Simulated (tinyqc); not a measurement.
Kinetic Monte Carlo and master equation for a particle on a ring of sites with traps and bias: one step, computed by the program tinyqc. Command: `OMP_NUM_THREADS=1 python tinyqc.py 3021562 3021563 out.jsonl kmc walk`. One thread of a shared host (Intel(R) Xeon(R) Processor @ 2.30GHz), about 0.09 s of CPU time with the checks.

7 sites on a ring, numbered 1 to 7. The saddle between i and i+1 lies at E0 + s b_i and site i at s eps_i; a force F tilts the landscape, with the saddle half-way.

Question. Closed form at zero force. At zero force D0 = a^2 nu exp(-E0/(k_B T)) / [<exp(-s eps/(k_B T))> <exp(s b/(k_B T))>], with means over the ring; Einstein relation v = D0 F/(k_B T); 1 angstrom = 1e-8 cm.

Inputs (values chosen for the exercise, for a model defect):
```
quantity,value,unit
reference barrier E0,0.47,eV
scale factor s of the disorder,1,-
attempt frequency nu,1.2,THz
temperature T,360,K
site spacing a,2.8,angstrom
force F along the ring,0.0031,eV/angstrom
```

Disorder: site traps.

site energies eps_i (eV): [-0.035, -0.063, 0, -0.02, -0.049, 0, -0.066]

saddle shifts b_i between sites i and i+1 (eV): [0, 0, 0, 0, 0, 0, 0]

Constants: k_B = 8.617333262e-05 eV/K.

Give: zero-force diffusivity D0; D0 over the value without disorder; Einstein drift.

Answer.

zero-force diffusivity D0 = 6.221e-11 cm^2/s

D0 over the value without disorder = 0.2512

Einstein drift = 6.217e-04 cm/s
